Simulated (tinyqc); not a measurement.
Sneak resistance and off state from two reads.

Inverse problem. A cell Rc in parallel with a sneak path Rsn = K Ron [2/(N - 1) + 1/(N - 1)^2], N = 4, is read through a sense resistor Ron: Vout = Vr Ron/(Ron + Rc Rsn/(Rc + Rsn)). In the low state Rc = Ron. Find Rsn, K and Roff.

Inputs (values chosen for the exercise):
```
symbol  value  unit                      meaning
Ron         5  kohm  resistance of the low state
Vr        0.3     V                 read voltage
```

Vout with the selected cell low and high (mV): [167.088608, 78.9473684]

Answer. Each read gives the parallel resistance; the first yields Rsn, the second then Roff.

Rsn = 19.44 kohm
K = 5.000
Roff = 50.00 kohm

Program tinyqc, `OMP_NUM_THREADS=1 python tinyqc.py 2880063 2880064 out.jsonl`; Intel Xeon 2.30GHz, shared host, one thread, about 0.02 s.
